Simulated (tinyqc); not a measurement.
Hubbard ring of 4 sites, step by step. Computed by tinyqc, a small Python program that keeps every step. Settings: hopping = 0.52, U = 6.3, mixing = 1, iteration cap = 58. Command: `OMP_NUM_THREADS=1 python tinyqc.py 30553 30554 out.jsonl` (the two numbers bound the seeds that draw the settings). One thread of a shared host (Intel(R) Xeon(R) Processor @ 2.60GHz), about 0.2 s of CPU time with the checks.

one-body matrix (hopping and site energies) (eV):
```
          1         2         3         4
1   0.39000  -0.52000   0.00000  -0.52000
2  -0.52000   0.83000  -0.52000   0.00000
3   0.00000  -0.52000  -0.56000  -0.52000
4  -0.52000   0.00000  -0.52000  -0.62000
```

U = 6.30000 eV

electrons, up and down: 2  1

n(up) at the start (a guess, not normalised): 1 0.50000, 2 0.50000, 3 0.50000, 4 0.50000

n(down) at the start (a guess): 1 0.25000, 2 0.25000, 3 0.25000, 4 0.25000

Each step fills the lowest levels of T + U n(other spin) and sets n(new) = n + mixing (n(out) - n); stop when output and input agree to 1e-8.

Course of the cycle:
```
iteration     E (eV)  largest |n(out) - n(in)|  mean |n_up - n_down|
1          1.9854249                  4.15e-01               0.25000
2          5.1444616                  7.52e-01               0.25000
3          3.7027342                  9.10e-01               0.25000
4          3.2337400                  9.66e-01               0.25834
5          3.9883699                  9.76e-01               0.25000
6          3.1214792                  9.80e-01               0.25000
7          3.9901866                  9.81e-01               0.25000
8          3.1515222                  9.81e-01               0.25000
9          3.9900787                  9.81e-01               0.25000
10         3.1609599                  9.81e-01               0.25000
11         3.9900740                  9.81e-01               0.25002
...              ...                       ...                   ...
48         3.1646346                  9.81e-01               0.25000
49         3.9900725                  9.81e-01               0.25004
50         3.1646346                  9.81e-01               0.25000
51         3.9900725                  9.81e-01               0.25004
52         3.1646346                  9.81e-01               0.25000
53         3.9900725                  9.81e-01               0.25004
54         3.1646346                  9.81e-01               0.25000
55         3.9900725                  9.81e-01               0.25004
56         3.1646346                  9.81e-01               0.25000
57         3.9900725                  9.81e-01               0.25004
58         3.1646346                  9.81e-01               0.25000
```

Can the last value be used, and what does the course show?

Not by the stop rule. Not converged within 58 iterations: the residual has stopped falling: the iteration swings between two states. The lowest mean-field energy found from random starts is -1.39810 eV. Reruns (cap 100 unless said): mixing 0.2: not converged; mixing 0.5: converged in 72 to a higher stationary point (E = -1.32007); mixing 0.9: not converged; the original settings with a cap of 400: not converged.
